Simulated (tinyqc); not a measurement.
Worked calculation: plane-wave Kohn-Sham cycle with exchange-only LDA in a layered model solid. One step of it, computed by the program tinyqc.

Question. Iteration 2: levels at that k. Diagonalise the Hermitian matrix.

H (hartree):
```
           -3         -2         -1         +0         +1         +2         +3
-3   0.881955  -0.107056  -0.090531   0.000066   0.000677   0.000237   0.000020
-2  -0.107056   0.230835  -0.107056  -0.090531   0.000066   0.000677   0.000237
-1  -0.090531  -0.107056  -0.146129  -0.107056  -0.090531   0.000066   0.000677
+0   0.000066  -0.090531  -0.107056  -0.248937  -0.107056  -0.090531   0.000066
+1   0.000677   0.000066  -0.090531  -0.107056  -0.077590  -0.107056  -0.090531
+2   0.000237   0.000677   0.000066  -0.090531  -0.107056   0.367913  -0.107056
+3   0.000020   0.000237   0.000677   0.000066  -0.090531  -0.107056   1.087572
```

Give: eigenvalues.

Answer.

eigenvalues (hartree): -0.4244  -0.0971  -0.0461  0.2599  0.3905  0.9046  1.1082
